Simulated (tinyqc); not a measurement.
Worked calculation: effective-mass impurity with a central-cell term, in a basis of Slater functions. Computed by tinyqc, a small Python program that keeps every step. Command: `OMP_NUM_THREADS=1 python tinyqc.py 3024084 3024085 out.jsonl centralcell walk`. One thread of a shared host (Intel(R) Xeon(R) Processor @ 2.30GHz), about 0.01 s of CPU time with the checks. Intermediate numbers are printed to about 5 digits and carried at full precision; extremes and crossings named in words are read from the listed rows.

The envelope obeys H = -nabla^2 - (2/r) [Z + A exp(-kappa r)] in effective units, with kappa = a*/lambda; positive A deepens the well near the core.

Inputs (values chosen for the exercise, with mass and screening modelled on GaP):
```
quantity                   value      unit
effective mass m           0.487       m_0
dielectric constant eps     10.7         -
charge Z of the core           2         -
central-cell strength A      3.4         -
central-cell range lambda    1.6  angstrom
basis size n                   2         -
smallest exponent zeta_1    0.34      1/a*
ratio beta of exponents      2.2         -
```

Impurity: donor, one isotropic band.

Constants: Ry = 13.605693123 eV; a_0 = 0.529177210903 angstrom.

## Effective units

Units: Ry* = Ry m/eps^2 and a* = a_0 eps/m, with m in m_0. kappa = a*/lambda; the hydrogenic ground state is bound by Z^2 Ry*.

Ry* = 57.874 meV

a* = 11.627 angstrom

kappa = 7.2667 1/a*

hydrogenic binding energy = 231.50 meV

Caution: the effective Bohr radius is only a few bond lengths, so the envelope approximation is rough.

## Matrices over the s basis

zeta_i = zeta_1 beta^(i-1), i = 1..n. For s functions exp(-zeta r), with s = zeta_i + zeta_j: S = 2/s^3, T = zeta_i zeta_j S, V = -2 Z/s^2, W = -2 A/(s + kappa)^2; each function is normalised by dividing by sqrt(S_ii S_jj).

exponents (1/a*): 0.34  0.748

overlap S:
```
        1       2
1  1.0000  0.7967
2  0.7967  1.0000
```

kinetic T (Ry*):
```
         1         2
1   0.1156   0.20261
2  0.20261  0.559504
```

Coulomb V (Ry*):
```
         1        2
1    -1.36  -1.7335
2  -1.7335   -2.992
```

central cell W (Ry*):
```
           1          2
1  -0.016929  -0.049978
2  -0.049978   -0.14825
```

## Generalised eigenproblem

(T + V + W) c = E S c with c^T S c = 1 and the largest component positive.

two lowest levels (Ry*): -2.9111  -0.7108

coefficients of the lowest state: -0.6411  1.4326

<T> = 0.82365 Ry*

<W> = -0.21942 Ry*

## Converged levels

Large basis: zeta_i = 0.06 x 1.6^(i-1), i = 1..22, same formulas; for p functions r exp(-zeta r): S = 24/s^5, T = zeta_i zeta_j S (centrifugal term included), V = -12 Z/s^4, W = -12 A/(s + kappa)^4; overlap eigenvalues below 1e-11 are dropped. Binding energies are -E Ry*; the effective quantum number is nu = Z/sqrt(-E); |psi(0)|^2 is given relative to the hydrogenic Z^3/(pi a*^3).

1s binding energy = 446.20 meV

2s binding energy = 75.318 meV

2p binding energy = 58.347 meV

effective quantum number of 1s = 0.72029

relative |psi(0)|^2 = 8.9136

The central cell moves 1s by +214.708 meV, 2s by +17.444 meV and 2p by +0.4727 meV: p states vanish at the core, so the 2p level gives the hydrogenic scale and 1s the chemical shift. The small basis lies 280 meV above the converged 1s level. Caution: the density at the core is many times hydrogenic, so the result hangs on the model potential inside one cell, where the envelope picture is weak.

## Chemical shift by three methods

First order: shift = 8 A Z^3/(2 Z + kappa)^2 Ry*. One exponent: minimise zeta^2 - 2 Z zeta - 8 A zeta^3/(2 zeta + kappa)^2 by golden section on 0.2 to 6 Z. All shifts are the binding beyond Z^2 Ry*.

Shift of the 1s binding energy (meV):
```
A      first order  one exponent  large basis
-3.40       -99.21        -63.39       -58.28
-1.70       -49.60        -38.67       -36.98
0.34          9.92         10.51        10.60
0.85         24.80         28.81        29.44
1.70         49.60         68.30        71.03
3.40         99.21        203.47       214.71
4.25        124.01        316.05       332.40
```

The three columns are ordered, first order <= one exponent <= large basis, since each is a variational bound with more freedom. At the largest attractive A first order gives 37 % and one exponent 95 % of the shift; at the most repulsive A the true shift is -58.279 meV against -99.209. Attraction pulls the envelope in and feeds itself, repulsion pushes it out and saturates.

## Convergence with the basis

The error is the lowest level above the large-basis value.

Error of the 1s level:
```
n  error (meV)  largest exponent (1/a*)
1   3.7321e+02                    0.340
2   2.7773e+02                    0.748
3   1.2908e+02                    1.646
4   1.0811e+01                    3.620
5   3.8513e-01                    7.965
6   1.4984e-01                   17.522
7   1.2857e-01                   38.549
8   1.2190e-01                   84.808
```

The error falls from 373 to 0.122 meV. It is still falling at n = 8.

Checks made by the program: the large basis at A = 0 against Z^2, Z^2/4 and Z^2/4 (relative difference 1e-05).
